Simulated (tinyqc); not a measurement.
Pillar capacitor in an array: capacitance, non-linearity, leakage and relaxation: one step of the calculation.

A film between two metal electrodes, each interface adding a series capacitance ci. The small-signal permittivity is ek (1 + aq E^2); the field is found with the linear permittivity. Leakage J = J0 sinh(E/Ef). After a voltage step the film passes a relaxation current kr C V tt^(-nr), tt being the time in seconds. The sidewall is a coaxial capacitor with radii a = dm/2 and b = dm/2 + t, depth AR dm; the end face is left out.

Problem. Planar capacitance, field and non-linearity. Planar film: Cf = eps0 ek/t, 1/C = 1/Cf + 2/ci, EOT = 3.9 eps0/C, effective permittivity C t/eps0, E = (V/t) C/Cf; quadratic coefficient [C(V)/C - 1]/V^2 with Cf (1 + aq E^2) in C(V).

Values chosen for this exercise; permittivity of the order of that of tantalum oxide:

| symbol | value | unit | meaning |
|---|---|---|---|
| ek | 23.6 |  | relative permittivity of the film |
| t | 15 | nm | film thickness |
| ci | 280 | uF/cm^2 | capacitance of each electrode interface (dead layer and screening) |
| aq | 0.0072 | cm^2/MV^2 | quadratic field coefficient of the permittivity |
| V | 0.9 | V | bias |
| J0 | 6.3e-10 | A/cm^2 | leakage prefactor |
| Ef | 0.23 | MV/cm | field for an e-fold rise of the leakage |

Constants: eps0 = 8.8541878128e-14 F/cm where lengths are in cm. Results are converted to the units shown.

Wanted: Cf; C; EOT; effective permittivity; E; quadratic coefficient; J.

Solution.

Cf = 1.393 uF/cm^2
C = 1.379 uF/cm^2
EOT = 2.503 nm
effective permittivity = 23.37
E = 0.5941 MV/cm
quadratic coefficient = 3106 ppm/V^2
J = 4.146e-9 A/cm^2

The interfaces take 0.985 % of the voltage.

Program tinyqc, `OMP_NUM_THREADS=1 python tinyqc.py 2102011 2102012 out.jsonl`; Intel Xeon 2.30GHz, shared host, one thread, about 0.01 s.
